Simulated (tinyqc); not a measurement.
Trap density from two Hall measurements.

Question. p-type body, charge-sheet picture, full ionisation (an idealisation for deep acceptors), Boltzmann statistics for free electrons. e = Ec - EF at the surface. psi = Eg - Vt ln(Nv/Na) - e; N_dep = sqrt(2 eps0 eps_r Na (psi - Vt)/q); n_f = sqrt(N_dep^2 + 2 eps0 eps_r Vt Nc exp(-e/Vt)/q) - N_dep; Vg = Vfb + psi + q (N_dep + n_t + n_f)/Cox, Cox = eps0 eox/tox. Find e and n_t at both points and the mean trap density between them.

Values chosen for this exercise; band and dielectric values close to those of 4H silicon carbide: temperature T = 400 K; band gap Eg = 3.23 eV; relative permittivity eps_r = 9.55; conduction-band density of states at T Nc = 2.62e19 cm^-3; valence-band density of states at T Nv = 3.86e19 cm^-3; relative permittivity of the insulator eox = 3.9; insulator thickness tox = 31 nm; acceptor density Na = 1.4e17 cm^-3; flat-band voltage without trapped charge Vfb = -2.1 V.

Constants: q = 1.602176634e-19 C, kB = 1.380649e-23 J/K, Vt = kB T/q, eps0 = 8.8541878128e-14 F/cm where lengths are in cm. Results are converted to the units shown.

Vg (V): 3.9362335  4.4286958
free sheet density from the Hall effect (cm^-2): 1.8241851e9  1.5802146e10

Solution. Each n_f fixes e; what the gate voltage holds beyond psi, N_dep and n_f is trapped; the difference quotient is the density, smeared over a few Vt.

e (eV): 0.247  0.172
n_t (cm^-2): 2.38e11  4.87e11
mean trap density = 3.32e12 cm^-2 eV^-1

Program tinyqc, `OMP_NUM_THREADS=1 python tinyqc.py 2222120 2222121 out.jsonl`; Intel Xeon 2.30GHz, shared host, one thread, about 0.02 s.
